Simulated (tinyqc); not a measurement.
Worked calculation: CIS and TDHF on RHF in the sto-3g basis, for H3+, spin multiplicity 1. One step of it, computed by the program tinyqc.

Question. CIS matrix, triplets. A(ia,jb) = (e_a - e_i) d_ij d_ab - (ij|ab).

orbital energies (hartree): MO1 -1.204965, MO2 -0.065338, MO3 0.008803

Two-electron integrals over orbitals (pq|rs), unique and non-zero (hartree):
```
(11|11) 0.609964    (21|11) -0.009295   (21|21) 0.143512    (22|11) 0.585998
(22|21) 0.091295    (22|22) 0.672971    (31|31) 0.143857    (32|31) -0.088240
(32|32) 0.068031    (33|11) 0.596786    (33|21) -0.096407   (33|22) 0.520644
(33|33) 0.678020
```

Give: CIS matrix A, triplet.

Answer.

CIS matrix A, triplet (hartree):
```
        1>2     1>3
1>2  0.5536  0.0000
1>3  0.0000  0.6170
```
